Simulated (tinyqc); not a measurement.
Energy and delay of logic against supply voltage: one step of the calculation.

One expression serves below and above threshold: I(Vg) = Ik [ln(1 + exp((Vg - VT + dd V)/(al nf Vt)))]^al, with I_on = I(V) and I_off = I(0). Gate delay td = kd C V/I_on, clock period LD td. Per gate and cycle the switching energy is act C V^2 and the leakage energy I_off V LD td. No short-circuit current, no variation. Minima are sought above 0.09 V; below a few Vt gates no longer switch and the model has no meaning.

Task. Currents, delay and energies. I_on, I_off, td, clock frequency 1/(LD td), both energies and their sum.

Parameters, values chosen for the exercise; values of the order met in logic technologies: temperature T = 358 K; threshold voltage at zero drain bias VT = 0.24 V; slope factor nf = 1.11; barrier lowering per volt of supply dd = 0.04; specific current of a gate Ik = 1.6 uA; exponent of the current law al = 1.43; load capacitance of a gate C = 3.4 fF; delay factor kd = 0.7; logic depth LD = 16; activity factor act = 0.02; supply voltage V = 0.54 V.

Constants: q = 1.602176634e-19 C, kB = 1.380649e-23 J/K, Vt = kB T/q. Results are converted to the units shown.

Find: I_on; I_off; td; clock frequency; switching energy; leakage energy; energy.

Result.

I_on = 23.61 uA
I_off = 2.696 nA
td = 54.43 ps
clock frequency = 1.148 GHz
switching energy = 19.83 aJ
leakage energy = 1.268 aJ
energy = 21.10 aJ

I_on/I_off = 8760; leakage makes up 6.01 % of the energy.

Program tinyqc, `OMP_NUM_THREADS=1 python tinyqc.py 2082019 2082020 out.jsonl`; Intel Xeon 2.30GHz, shared host, one thread, about 0.01 s.
